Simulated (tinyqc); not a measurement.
Planar ballistic transistor, top-of-the-barrier model: one step of the calculation.

At the top of the source barrier, states moving towards the drain are filled by the source (Fermi level 0) and states moving back by the drain (Fermi level -q Vd); nothing scatters. U is the shift of the band edge there, set by the capacitances CG, CD and CS (the total) and by the charge. Parabolic two-dimensional band; the source is grounded.

Problem. Density of states, capacitances and charge at zero bias. N0 = gv m kB T/(pi hbar^2), CG = eps0 eox/tox, vT = sqrt(2 kB T/(pi m)), CS = CG/aG, n0 = n at U = 0 and Vd = 0. eta1 = -(E0 + U)/Vt, eta2 = eta1 - Vd/Vt, n = (N0/2)[F_0(eta1) + F_0(eta2)], F_0(x) = ln(1 + exp x). UL = -(aG Vg + aD Vd).

Values chosen for this exercise; mass and valleys close to those of a monolayer dichalcogenide:
- T = 350 K (temperature)
- m = 0.498 m0 (effective mass)
- gv = 2 (valley degeneracy)
- eox = 22 (relative permittivity of the gate insulator)
- tox = 3.6 nm (insulator thickness)
- aG = 0.75 (gate control CG/CS)
- aD = 0.076 (drain control CD/CS)
- E0 = 0.22 eV (band edge at the barrier top above the source Fermi level at zero bias)
- Vg = 0.6 V (gate voltage)
- Vd = 0.1 V (drain voltage)

Constants: q = 1.602176634e-19 C, kB = 1.380649e-23 J/K, hbar = 1.054571817e-34 J s, m0 = 9.1093837015e-31 kg, Vt = kB T/q, eps0 = 8.8541878128e-14 F/cm where lengths are in cm. Results are converted to the units shown.

Find: N0; CG; CS; n0; UL.

Solution.

N0 = 1.2549e13 cm^-2
CG = 5.4109 uF/cm^2
CS = 7.2145 uF/cm^2
n0 = 8.5229e9 cm^-2
UL = -0.45760 eV

Computed by the program tinyqc: `OMP_NUM_THREADS=1 python tinyqc.py 2400097 2400098 out.jsonl`, one thread of a shared Intel Xeon 2.30GHz, about 0.01 s for the whole run.
